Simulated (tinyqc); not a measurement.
Plane-wave Kohn-Sham cycle with exchange-only LDA in a layered model solid, step by step. One step of it, computed by the program tinyqc.

Problem. Iteration 1: Hamiltonian at one k. H(m,m') = (k + G_m)^2/2 delta + V(G_m - G_m'), with V(-G) = V(G).

A solid whose potential varies along x alone (atomic units):

| parameter | value |
|---|---|
| period a | 5.700000 |
| cross-section of the cell | 29.000000 |
| electrons per cell | 2 |
| grid points | 16 |
| plane waves -n..n, n | 3 |
| k points | 2 |
| V1 in V1 cos(2 pi x/a) | -0.520000 |
| V2 in V2 cos(4 pi x/a) | -0.220000 |

V(G_m), m = 0, 1, 2, ... (hartree): -0.226070  -0.260000  -0.110000  0.000000  0.000000  0.000000  0.000000

k = 0.250000 2 pi / a

Give: H.

Solution.

H (hartree), lower triangle:
```
         -3       -2       -1       +0       +1       +2      +3
-3   4.3685
-2  -0.2600   1.6345
-1  -0.1100  -0.2600   0.1157
+0   0.0000  -0.1100  -0.2600  -0.1881
+1   0.0000   0.0000  -0.1100  -0.2600   0.7232
+2   0.0000   0.0000   0.0000  -0.1100  -0.2600   2.8496
+3   0.0000   0.0000   0.0000   0.0000  -0.1100  -0.2600  6.1911
```
